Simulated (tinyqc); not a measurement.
Doping density: delta-doped layer in the Thomas-Fermi potential.

All donors ionised in the plane z = 0, zero temperature, energies from the Fermi level EF of the Thomas-Fermi model, which lies at the bulk band edge; c = hbar^2/2m0, q = e^2/(4 pi eps0). gv = 4 equivalent valleys, m_d = sqrt(m3^3/mz) in the plane. With n = (gv/3 pi^2)(m3 (-V)/c)^(3/2) and V'' = -(4 pi q/eps) n for z > 0, the solution is V = -b/(|z| + z0)^4 with sqrt(b) = 20/K, K = (4 pi q/eps)(gv/3 pi^2)(m3/c)^(3/2), and z0^5 = 4b/(e F0), e F0 = 2 pi q N/eps; 1e13/cm^2 = 1e-3/angstrom^2. Exchange and correlation are left out.

Subbands solve -(c/m_z) psi'' + V psi = E psi on 1280 points of spacing z0/80; up to ten levels for each group, kept if bound with an rms width below 2.5 z0.

Constants: hbar^2/2m0 = 3.80998211 eV angstrom^2; e^2/(4 pi eps0) = 14.39964547 eV angstrom.

Values chosen for the exercise (near those of a delta-doped layer in Ge; not measured data): m3 = 0.228 m0 (density-of-states mass of a valley); mz = 0.116 m0 (mass along z); eps = 15.7 (dielectric constant); Nl = (0.12, 0.24, 0.48, 0.84, 1.4, 2.4, 3.8) x 1e13/cm^2 (sheet densities).

The well, the lowest level and the filling anew; at zero temperature n_i = g m_d (mu - E_i)/(2 pi c), with mu fixed by sum n_i = N.

Results:
```
N (1e13/cm^2),z0 (angstrom),depth (eV),lowest (eV),next - lowest (eV),occupied,share of lowest (%)
0.12,85.1,0.0147,-0.0025,-,1,100.0
0.24,74.1,0.0256,-0.0050,-,1,100.0
0.48,64.5,0.0446,-0.0101,-,1,100.0
1.4,52.0,0.1050,-0.0289,-,1,100.0
2.4,46.7,0.1616,-0.0487,-,1,100.0
3.8,42.6,0.2333,-0.0756,-,1,100.0
```

Give the missing row, N (1e13/cm^2) = 0.84.

Computed row:
```
N (1e13/cm^2)  z0 (angstrom)  depth (eV)  lowest (eV)  next - lowest (eV)  occupied  share of lowest (%)
0.84                    57.6      0.0698      -0.0176                   -         1                100.0
```

The depth grows as N^(4/5) and z0 shrinks as N^(-1/5): factors 15.9 and 2.00 for 32 times the doping. The lowest level deepens faster, with exponent 0.99, since the zero-point energy takes a smaller share of a deeper well (83 % falling to 68 %). The number of occupied subbands stays at 1. Up to N = 0.24 the donor spacing exceeds 1.5 Bohr radii (one radius, a0 eps/m with the density-of-states mass, is 36 angstrom), where a uniform sheet is a crude picture of discrete donors (beyond about three radii electrons stay on single donors).

Computed by tinyqc, a small Python program: `OMP_NUM_THREADS=1 python tinyqc.py 1280163 1280164 out.jsonl` (the numbers bound the seed that draws the inputs); one thread of a shared host (Intel(R) Xeon(R) Processor @ 2.30GHz), about 0.05 s for the whole set of steps.
